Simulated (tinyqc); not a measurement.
Haynes-Shockley experiment: drift, diffusion and decay of a minority-carrier pulse: one step, computed by the program tinyqc. Command: `OMP_NUM_THREADS=1 python tinyqc.py 3110373 3110374 out.jsonl haynes walk`. One thread of a shared host (Intel(R) Xeon(R) Processor @ 2.30GHz), about 0.01 s of CPU time with the checks.

A thin sheet of excess carriers is made at x = 0, t = 0 in a long uniform bar; injection is low, so the pulse moves with the minority mobility.

Task: Transport coefficients. D = mu k_B T/e, v = mu F. Transit time d/v, diffusion length sqrt(D tau), drift length v tau, Peclet number v d/D = e F d/(k_B T).

Inputs (values chosen for the exercise, modelled on electrons in p-type silicon in a lightly doped bar):
```
quantity                     value         unit
minority mobility mu          1260   cm^2/(V s)
lifetime tau                    17  microsecond
temperature T                  300            K
field F                         31         V/cm
distance d to the collector   0.89           cm
```

Constants: k_B = 8.617333262e-05 eV/K.

Give: D; drift velocity v; transit time d/v; diffusion length; drift length v tau; Peclet number.

Result:

D = 32.57 cm^2/s

drift velocity v = 39060 cm/s

transit time d/v = 22.79 microsecond

diffusion length = 235.3 micrometre

drift length v tau = 0.66402 cm

Peclet number = 1067

The pulse must travel 1.34 drift lengths.
